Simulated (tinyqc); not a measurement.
Three ways to the same curve: density of states of one tight-binding band on the triangular lattice.

E(k) = -2 t (cos 2 pi k1 + cos 2 pi k2 + cos 2 pi (k1 + k2)); k in fractions of the reciprocal vectors, mesh k_i = j/N with j = 0 .. N-1. Densities are per cell and per spin, so the band holds one state.

Each cell of the mesh is cut along (i+1, j)-(i, j+1) into two triangles. For corner energies e1 <= e2 <= e3 and eij = ei - ej, the share of the triangle below E is n = (E - e1)^2/(e21 e31) for e1 < E < e2 and n = 1 - (e3 - E)^2/(e31 e32) for e2 < E < e3; its density of states is g = dn/dE.

Gaussian broadening: g(E) = mean over the mesh of exp(-(E - E_k)^2/(2 sigma^2))/(sigma sqrt(2 pi)), n(E) = mean of erfc((E_k - E)/(sigma sqrt 2))/2.

Inputs chosen for the exercise: t = 1.24 eV (nearest hopping); N2 = 16 (mesh points along each axis in this comparison); sigma = 0.62 eV (Gaussian width).

N = N2 here; the reference is the linear method with N = 240.

g(E) (1/eV):
```
E (eV)  reference  linear triangles  Gaussian, sigma  Gaussian, sigma/4  reference n(E)
-6.425      0.040             0.042            0.038              0.052           0.039
-5.410      0.043             0.044            0.043              0.003           0.081
-4.396      0.047             0.047            0.046              0.060           0.127
-3.381      0.052             0.053            0.056              0.123           0.177
-2.367      0.059             0.059            0.055              0.046           0.233
-1.352      0.067             0.069            0.070              0.125           0.296
-0.337      0.080             0.079            0.082              0.057           0.371
0.677       0.101             0.104            0.105              0.033           0.462
1.692       0.148             0.157            0.167              0.173           0.584
2.706       0.239             0.244            0.204              0.206           0.817
```

How do the results move, and what explains it?

Root-mean-square errors against the reference: 0.0034 for linear triangles, 0.0129 for sigma and 0.0417 for sigma/4. The narrow Gaussian is worse than the wide one, because it resolves the separate mesh levels. The reference is highest at 2.706 eV of the energies listed, and half filling lies between 0.677 and 1.692 eV.

Program tinyqc; command `OMP_NUM_THREADS=1 python tinyqc.py 1651571 1651572 out.jsonl`; about 0.08 s on one thread of a shared Intel(R) Xeon(R) Processor @ 2.30GHz.
